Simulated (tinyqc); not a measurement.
Self-heating of a transistor with one or more fingers, with temperature-dependent conductivity: one step, computed by the program tinyqc.

N long parallel fingers lie on the top face of a slab whose bottom is held at T_0; the top is otherwise insulated, and heat flows in two dimensions. P in W/mm is 1000 P in W/m.

Task: Extra rise from ballistic phonons. Near a source smaller than the free path, Fourier's law overstates the flow. Rough estimate: a strip that emits phonons into a half space adds a resistance times area of 4 Lambda/(3 kappa_0), from the ballistic flux C v Delta T/4 with kappa_0 = C v Lambda/3, so Delta T_b = 4 Lambda P/(3 kappa_0 w); Knudsen number Lambda/w.

Inputs (values chosen for the exercise, modelled on indium phosphide):

| quantity | value | unit |
|---|---|---|
| conductivity at the base temperature kappa_0 | 51.4 | W/(m K) |
| power per gate width P | 0.31 | W/mm |
| width of the heat source w | 0.24 | micrometre |
| phonon free path Lambda | 110 | nm |

Power: fixed power.

largest theta = 25.15285 K

Give: Knudsen number; ballistic rise Delta T_b; Delta T_b / largest theta.

Result:

Knudsen number = 0.4583

ballistic rise Delta T_b = 3.686 K

Delta T_b / largest theta = 0.1465

By this estimate the ballistic term is at most a fifth of the Fourier rise.
